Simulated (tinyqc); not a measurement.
Mobility of a non-polar semiconductor in the relaxation-time approximation: one step, computed by the program tinyqc.

Each valley is treated as a sphere of mass m_d for states and rates, with one isotropic relaxation time; the conductivity mass m_c sets the current.

Task: Rates at a few energies. Kane band: hbar^2 k^2/(2 m) = E (1 + alpha E), speed v = hbar k/(m (1 + 2 alpha E)), states per spin, volume and energy g(E) = m k (1 + 2 alpha E)/(2 pi^2 hbar^2); overlap factors are set to 1. Here m = m_d. Masses are multiplied by m_0 and all formulas are in SI units. Phonon occupation N_q = 1/(exp(hbar w/(k_B T)) - 1). Acoustic deformation potential (elastic, equipartition, absorption and emission together): 1/tau = 2 pi k_B T D_A^2 g(E)/(hbar rho v_l^2). Optical or intervalley deformation potential: 1/tau = (pi Z_f D_o^2/(rho w)) [N_q g(E + hbar w) + (N_q + 1) g(E - hbar w)], with g = 0 below the band edge. Each optical term is multiplied by (1 - f(E'))/(1 - f(E)), E' the final energy, for Pauli blocking. Singly charged impurities, momentum relaxation: 1/tau = N_I e^4 m (1 + 2 alpha E) Phi/(8 pi (eps_s eps_0)^2 hbar^3 k^3), with alpha = 0 for a parabolic band. Brooks-Herring: Phi = ln(1 + b) - b/(1 + b), b = 4 k^2 L_s^2.

Inputs (values chosen for the exercise, modelled on electrons in silicon):
```
quantity                                          value       unit
non-parabolicity alpha                             0.54       1/eV
static permittivity eps_s                          11.7          -
density rho                                        2329     kg/m^3
sound velocity v_l                                 8950        m/s
acoustic deformation potential D_A                  9.7         eV
phonon energy hbar w                               62.7        meV
optical or intervalley deformation potential D_o    5.6  1e8 eV/cm
final valleys Z_f                                     5          -
temperature T                                        77          K
```

Band: Kane. Impurity formula: Brooks-Herring. Further scattering: none.

reduced Fermi level eta = -3.236027

density-of-states mass m_d = 0.3210392 m_0

ionised impurity density N_I = 1.40e+17 1/cm^3

screening length L_s = 5.573324 nm

Constants: k_B = 8.617333262e-05 eV/K; k_B = 1.380649e-23 J/K; e = 1.602176634e-19 C; hbar = 1.054571817e-34 J s; m_0 = 9.1093837015e-31 kg; hbar = 6.582119569e-16 eV s; eps_0 = 8.8541878128e-12 F/m.

Give: Rates (1e12/s) at E = (max(eta, 0) + 0.5, 1, 2, 4) k_B T.

Result:

Rates (1e12/s) at E = (max(eta, 0) + 0.5, 1, 2, 4) k_B T:
```
E (meV)  acoustic    optical  ionised impurity
3.32       0.1835  4.978e-04             13.20
6.64       0.2606  5.076e-04              7.76
13.27      0.3719  5.309e-04              4.06
26.54      0.5352  5.824e-04              1.96
```
